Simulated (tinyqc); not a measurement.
Depletion-mode phase shifter in a rib waveguide and its Mach-Zehnder modulator: one step of the calculation.

A lateral p-n junction at x0 in a waveguide whose mode intensity is a Gaussian of rms width s about x = 0; p side at smaller x. Reverse bias removes carriers and raises the index. Abrupt junction, doping uniform over the whole mode, lumped electrode (no travelling-wave effects).

Task. Mach-Zehnder modulator. One arm driven from 0 to V: phase 2 pi dneff L/lam; biased at quadrature the output swings between [1 -+ sin(phase/2)]/2; extinction ratio in dB; insertion loss = loss x L.

Values chosen for this exercise:
- lam = 1565 nm (wavelength)
- L = 5 mm (length of the phase shifter)

dneff = 1.5381070e-4
loss = 9.5342362 dB/cm

Find: phase; extinction ratio; insertion loss.

Result.

phase = 0.98282 pi
extinction ratio = 37.395 dB
insertion loss = 4.7671 dB

Program tinyqc, `OMP_NUM_THREADS=1 python tinyqc.py 2650015 2650016 out.jsonl`; Intel Xeon 2.30GHz, shared host, one thread, about 0.01 s.
